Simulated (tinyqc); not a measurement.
Inverter chain driving a load.

N inverters, each f = Hc^(1/N) times larger than the one before: delay tau N (f + pp). Switched capacitance in units of the first input, with output capacitance pp times the input: Hc + (1 + pp)(Hc - 1)/(f - 1).

Parameters, values chosen for the exercise: load over the input capacitance of the chain Hc = 1800; parasitic delay of an inverter pp = 1.5; delay unit tau = 3.3 ps.

Inverter chain driving a load:

| N | f | delay (ps) | switched capacitance |
|---|---|---|---|
| 2 | 42.43 | 289.9 | 1909 |
| 3 | 12.16 | 135.3 | 2203 |
| 4 | 6.514 | 105.8 | 2616 |
| 5 | 4.478 | 98.63 | 3093 |
| 6 | 3.488 | 98.76 | 3608 |
| 7 | 2.918 | 102.0 | 4145 |
| 8 | 2.552 | 107.0 | 4698 |
| 9 | 2.300 | 112.9 | 5260 |

What does the comparison show?

The delay goes from 290 through a minimum of 98.6 (at N = 5 among the rows listed) to 113 ps. The best stage effort solves pp + rho (1 - ln rho) = 0, rho = 3.97, which gives N = ln Hc/ln rho = 5.44. One stage fewer than the best costs 7.2 % in delay and saves 15 % of the switched capacitance.

tinyqc, about 0.01 s, one thread, Intel Xeon 2.30GHz (shared host): `OMP_NUM_THREADS=1 python tinyqc.py 2082020 2082021 out.jsonl`
